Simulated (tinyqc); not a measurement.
Comparisons within one model: Franz-Keldysh effect at a direct gap. A value that a table varies takes the place of the one given here.

Parabolic bands, vertical transitions, no excitons. For each hole band j: mr = me mj/(me + mj); joint density of states J_j(E) = (mr/c)^(3/2) sqrt(E - Eg)/(2 pi^2), both spins, c = hbar^2/2m0; averaged matrix element |e.p|^2 = m0 Ep/6; alpha_j(E) = 4 pi^2 alpha_f c Ep J_j/(3 nr E) in 1/angstrom (alpha_f the fine-structure constant, listed as alpha among the constants), times 1e8 for 1/cm.

In a field Fd (1 kV/cm = 1e-5 V/angstrom) the electro-optic energy of band j is th = (c (e Fd)^2/mr)^(1/3), and sqrt(E - Eg) in J_j is replaced by pi sqrt(th) [Ai'(b)^2 - b Ai(b)^2] with b = (Eg - E)/th; Ai is the Airy function.

Constants: hbar^2/2m0 = 3.80998211 eV angstrom^2; fine-structure constant alpha = 0.007297352564.

Parameters, chosen for this exercise (near those of InGaAs; not measured data):
- Eg = 0.754 eV (direct gap)
- me = 0.0425 m0 (electron mass)
- mhh = 0.481 m0 (heavy-hole mass)
- mlh = 0.05 m0 (light-hole mass)
- Ep = 23.2 eV (Kane energy)
- nr = 3.5 (refractive index)
- Fd = 29 kV/cm (uniform field)
- det = 60 meV (detuning below the gap)

## Spectrum around the gap

Absorption (1/cm):

| E - Eg (eV) | alpha(0) | alpha(F) | change |
|---|---|---|---|
| -0.0504 | 0 | 1.690 | 2 |
| -0.0403 | 0 | 7.162 | 7 |
| -0.0303 | 0 | 27.32 | 27 |
| -0.0202 | 0 | 94.69 | 95 |
| -0.0101 | 0 | 288.3 | 288 |
| 0.0000 | 0 | 754.4 | 754 |
| 0.0101 | 2433 | 1657 | -776 |
| 0.0202 | 3396 | 2985 | -411 |
| 0.0303 | 4106 | 4328 | 222 |
| 0.0403 | 4676 | 5072 | 396 |
| 0.0504 | 5163 | 5187 | 24 |
| 0.0605 | 5587 | 5393 | -194 |
| 0.0807 | 6297 | 6371 | 74 |
| 0.1008 | 6872 | 6920 | 49 |

At the gap alpha(F) = 754 1/cm; 40.3 meV below it 7.16 1/cm remain, the tail falling as exp(-(4/3) b^(3/2)). Among the energies listed the largest rise is 754 1/cm at E - Eg = 0.0 meV and the largest fall -776 1/cm at 10.1 meV. It changes sign between 0.0 and 10.1 meV, between 20.2 and 30.3 meV, between 50.4 and 60.5 meV and between 60.5 and 80.7 meV; th is 20.2 meV for heavy holes and 24.1 meV for light holes.

## Tail absorption against field

At E = Eg - det; the field takes the values listed. The last column is the length for 10 dB of loss.

Results:

| Fd (kV/cm) | th heavy (meV) | b heavy | alpha (1/cm) | length (micrometre) |
|---|---|---|---|---|
| 10 | 9.92 | 6.049 | 5.26e-06 | 4.37e+09 |
| 20 | 15.74 | 3.811 | 0.0233 | 9.89e+05 |
| 40 | 24.99 | 2.401 | 2.55 | 9.01e+03 |
| 60 | 32.75 | 1.832 | 14.9 | 1.54e+03 |
| 100 | 46.04 | 1.303 | 71.9 | 320 |
| 150 | 60.32 | 0.995 | 176 | 131 |
| 250 | 84.80 | 0.708 | 405 | 56.9 |
| 400 | 116.00 | 0.517 | 716 | 32.2 |

alpha grows by 6.5 decades from 10 to 60 kV/cm and by a factor 1.77 over the last step, where the field grows by 1.6: the exponent (4/3) b^(3/2) goes as 1/Fd, so the gain is steep only while b > 1 (deep in the tail the light-hole pair, with its smaller b, carries most of it), that is up to 100 kV/cm of those listed. Values below about 10 1/cm lie under the Urbach and exciton tails of a real crystal, left out here.

## What moves the tail

At E = Eg - det. Each row changes one parameter from the base and keeps the others.

Results:

| case | th heavy (meV) | alpha (1/cm) |
|---|---|---|
| base | 20.170 | 0.3981 |
| Fd = 37.7 kV/cm | 24.025 | 1.878 |
| det = 70 meV | 20.170 | 0.08257 |
| me = 0.0489 m0 | 19.326 | 0.3369 |
| mlh = 0.065 m0 | 20.170 | 0.3488 |
| Ep = 25.5 eV | 20.170 | 0.4376 |
| nr = 3.68 | 20.170 | 0.3787 |

The largest shifts from the base row, up to three for each result and ties (the steps differ in size, so this ranks the rows, not the parameters). th heavy (meV): Fd +3.855, me -0.843; unchanged at the printed digits by det, mlh, Ep and nr. alpha (1/cm): Fd +1.48, det -0.316, me -0.0612.

(tinyqc, `OMP_NUM_THREADS=1 python tinyqc.py 1652404 1652405 out.jsonl`, Intel(R) Xeon(R) Processor @ 2.30GHz, 1 thread, shared host, about 0.01 s.)
